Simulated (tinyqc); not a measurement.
Mean-field antiferromagnet of the Hubbard model on the square lattice: sweeps and comparisons. A value that a table varies takes the place of the one given here.

e(k) = -2 t (cx + cy) - 4 t2 cx cy, ci = cos ki; one electron a site; Q = (pi, pi). <n_up - n_dn> = m cos(Q.R) gives Delta = U m/2 and bands E = e+ -/+ sqrt(e-^2 + Delta^2), e+- = (e(k) +- e(k + Q))/2 (the constant U/2 is dropped). Means run over the mesh k_i = 2 pi (j + 1/2)/N of the whole zone: mu from mean(f(E-) + f(E+)) = 1; m(out) = mean of Delta (f(E-) - f(E+))/sqrt(e-^2 + Delta^2); free energy per site F = -kT mean[ln(1 + exp(-(E- - mu)/kT)) + ln(1 + exp(-(E+ - mu)/kT))] + mu + U m^2/4. Order at T > 0 in two dimensions is an artefact of mean field.

Constants: kB = 8.617333262e-05 eV/K.

Inputs chosen for the exercise: t = 1.17 eV (nearest hopping); t2 = 0 eV (second hopping); T = 100 K; U = 10.48 eV (on-site repulsion).

## From weak to strong coupling

Mesh N = 48, start m = 0.9, at most 400 steps; U takes the listed multiples of t. The gap (negative: overlap) is read for that Delta on the unshifted mesh N = 64, which holds the band extrema.

Results:
```
U/t       m  Delta (eV)  gap (eV)  F - F(0) (meV)  J = 4 t^2/U (meV)
1.5   0.253       0.222     0.444           -6.82               3120
2.0   0.376       0.440     0.880          -21.59               2340
3.0   0.566       0.993     1.987          -89.15               1560
4.0   0.691       1.616     3.232         -206.65               1170
5.0   0.772       2.259     4.519         -364.53                936
6.0   0.827       2.904     5.808         -552.58                780
8.0   0.893       4.178     8.356         -989.20                585
12.0  0.948       6.657    13.314        -1991.42                390
20.0  0.981      11.472    22.944        -4185.27                234
```

Every row has a moment above 0.02; a gap is open from U/t = 1.5 on. With t2 = 0 the Fermi surface is nested by Q, so at zero temperature and on an infinite mesh any U orders; at small U the finite mesh and kT = 0.007 t can suppress or reduce the moment. At U/t = 20 m has reached 0.981 and the gap is 0.98 U. Mean field leaves out spin fluctuations, which lower m (at large U to about 0.6 on the square and 0.85 on the simple cubic lattice) and the ordering temperature, which is zero in two dimensions.

## Order against temperature

Mesh N = 48, start m = 0.9, at most 400 steps; Delta(50 K) = 4.7788 eV.

Results:
```
T (K)  kT/Delta(50 K)      m  Delta (eV)
2770            0.050  0.912      4.7788
8320            0.150  0.910      4.7695
13860           0.250  0.879      4.6085
19410           0.350  0.775      4.0602
23290           0.420  0.628      3.2881
26620           0.480  0.396      2.0743
29950           0.540  0.000      0.0000
33270           0.600  0.000      0.0000
38820           0.700  0.000      0.0000
```

The moment is below 0.02 from 29950 K on (kT/Delta = 0.54); close to the transition 400 steps may not suffice, so a small m in the row before can be unconverged. Weak-coupling theory puts the transition at 0.567 and the atomic limit at 0.5. At U/t = 9.0 this scale marks the loss of local moments, while order between them is lost on the scale J = 4 t^2/U = 6063 K. In two dimensions fluctuations forbid long-range order at any finite T, which mean field misses.

## Mesh

Start m = 0.9, at most 400 steps.

Results:
```
N        m  Delta (eV)
4   0.9109      4.7731
6   0.9120      4.7788
8   0.9120      4.7788
12  0.9120      4.7788
16  0.9120      4.7788
24  0.9120      4.7788
48  0.9120      4.7788
```

m spans 0.9109 to 0.9120; it stays within 0.002 of the last value from N = 4 on. The level spacing across the Fermi surface, about 4 pi t/N, should fall below the larger of Delta = 4.779 eV and kT, a rough rule that asks for N above about 3.1.

## What moves the order

Mesh N = 48, start m = 0.9; the gap (negative: overlap) is read for that Delta on the unshifted mesh N = 64. Each row changes one parameter from the base and keeps the others.

Results:
```
case                 m  Delta (eV)  gap (eV)
base            0.9120      4.7788    9.5576
U = 11.528 eV   0.9258      5.3362   10.6725
t = 1.287 eV    0.8960      4.6950    9.3899
t2 = -0.058 eV  0.9120      4.7788    9.3256
T = 700 K       0.9120      4.7788    9.5576
```

The largest shifts from the base row, up to three for each result and ties (the steps differ in size, so this ranks the rows, not the parameters). m: t -0.0160, U +0.0138; unchanged at the printed digits by t2 and T. Delta (eV): U +0.5574, t -0.0839; unchanged at the printed digits by t2 and T. gap (eV): U +1.1148, t2 -0.2320, t -0.1677; unchanged at the printed digits by T.

Run: tinyqc, `OMP_NUM_THREADS=1 python tinyqc.py 1682461 1682462 out.jsonl`; Intel(R) Xeon(R) Processor @ 2.30GHz, one thread, shared host; about 0.2 s of CPU time with all checks.
